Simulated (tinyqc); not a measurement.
# Ballistic Schottky-barrier transistor with a one-dimensional channel, WKB contacts: two studies

Source Fermi level 0, drain Fermi level -Vd. Far from the contacts Ec = pn - psi, and the gate moves psi one to one; the band edges relax as exp(-x/lam) from pn at the source and pn - Vd at the drain; Ev = Ec - Eg. A carrier of energy w inside the channel band meets at a contact a barrier of height D (the contact edge beyond the channel edge): T = 1 for w >= D, else exp(-S), S = 4 lam sqrt(m/C) [sqrt(D - w) - sqrt(w) arctan sqrt((D - w)/w)], C = hbar^2/(2 m0). The two contacts combine as Ts Td/(Ts + Td - Ts Td).

Parameters, values chosen for the exercise; channel values close to those of a germanium nanowire: temperature T = 250 K; band gap Eg = 0.66 eV; barrier for electrons at both contacts pn = 0.36 eV; electron mass mn = 0.12 m0; hole mass mp = 0.15 m0; valleys or subbands g = 2; screening length at the contacts lam = 2 nm; drain bias Vd = 0.7 V.

Constants: q = 1.602176634e-19 C, kB = 1.380649e-23 J/K, hbar = 1.054571817e-34 J s, h = 6.62607015e-34 J s, m0 = 9.1093837015e-31 kg, Vt = kB T/q, hbar^2/(2 m0) = 0.0380998212 eV nm^2. Results are converted to the units shown.

Each table varies one quantity; the others keep the values above.

## Ambipolar transfer curve

I = g (2 q^2/h) int T(w) [f(Es + w) - f(Ed + w)] dw, f(y) = 1/(1 + exp(y/Vt)). Electrons: Ds = psi, Dd = psi - Vd, Es = Ec, Ed = Ec + Vd. Holes: Ds = -psi, Dd = Vd - psi, Es = -Ev, Ed = -Ev - Vd. The size of each current is taken; both flow from drain to source and add. The integrals are converged. Swing = d(psi)/d(log10 I).

Ambipolar transfer curve:
```
ps (V)	electrons (uA)	holes (uA)	I (uA)	swing (mV/decade)
-0.24	2.680e-12	6.926	6.926	-914.2
-0.16	1.098e-10	5.565	5.565	-774.4
-0.08	4.503e-9	4.286	4.286	-641.7
0	1.846e-7	3.114	3.114	-516.9
0.08	2.129e-6	2.078	2.078	-401.1
0.16	2.518e-5	1.218	1.218	-295.7
0.24	3.517e-4	0.5743	0.5747	-203.1
0.32	0.005429	0.1810	0.1864	-137.2
0.4	0.06157	0.02688	0.08844	280.0
0.48	0.2833	0.002158	0.2855	161.6
0.56	0.7287	1.793e-4	0.7289	240.6
0.64	1.393	1.773e-5	1.393	335.4
```

I goes from 6.93 through a minimum of 0.0884 (at ps = 0.4 V among the rows listed) to 1.39 uA; the exact minimum lies at psi = 0.385 V. Holes carry the left branch and electrons the right. The ratio of the last row to the smallest is 15.8 and of the first row 78.3, with barriers of 0.36 eV for electrons and 0.300 eV for holes. The steepest swing among the rows is 137 mV/decade, against the thermionic limit 49.6.

## Effect of the drain bias on the off state

Same model as above.

For each Vd, psi is set to the minimum of I.

Effect of the drain bias on the off state:
```
Vd (V)	psi at the minimum (V)	smallest I (uA)
0.05	0.073	2.46e-6
0.14	0.115	1.28e-5
0.23	0.157	4.84e-5
0.32	0.199	1.91e-4
0.41	0.242	7.97e-4
0.5	0.286	0.00347
0.59	0.330	0.0154
```

The smallest current rises from 2.46e-6 to 0.0154 uA, 7.19 decades a volt between the last two rows, and the minimum moves by 0.48 V a volt over the table: a larger Vd lets holes enter from the drain while electrons still enter from the source.

Range of the model: No scattering, image-force lowering, channel charge or band-to-band tunnelling; parabolic kappa overstates S deep in the gap.

tinyqc, about 0.07 s, one thread, Intel Xeon 2.30GHz (shared host): `OMP_NUM_THREADS=1 python tinyqc.py 2390028 2390029 out.jsonl`
